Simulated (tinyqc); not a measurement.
Koster-Slater impurity in a tight-binding band, by Green functions and by supercells: one step, computed by the program tinyqc. Command: `OMP_NUM_THREADS=1 python tinyqc.py 3022362 3022363 out.jsonl kosterslater walk`. One thread of a shared host (Intel(R) Xeon(R) Processor @ 2.30GHz), about 0.03 s of CPU time with the checks.

One orbital per site, e(k) = -2 t sum cos(k_i) over 1 direction(s), band from -2 t to 2 t, lattice constant 1. One site has the extra energy U. Spin is left out.

Problem. The host Green function outside the band. Outside the band G0(E) = sign(E)/sqrt(E^2 - 4 t^2). A bound state solves 1/U = G0(E). Energies: 0.05, 0.2, 0.5, 1, 2, 4 and 8 t beyond the band edge on the side of U, rounded to four digits.

Inputs (values chosen for the exercise, for a model band): hopping t = 0.81 eV; impurity potential U = -0.448 eV.

Lattice: chain.

Give: Scan on the side of U.

Solution.

Scan on the side of U:
```
E (eV)  G0 (1/eV)  1/U - G0 (1/eV)
-1.660     -2.761            0.529
-1.782     -1.347           -0.885
-2.025     -0.823           -1.409
-2.430     -0.552           -1.680
-3.240     -0.356           -1.876
-4.860     -0.218           -2.014
-8.100     -0.126           -2.106
```

G0 diverges at the band edge, so any U binds a state.
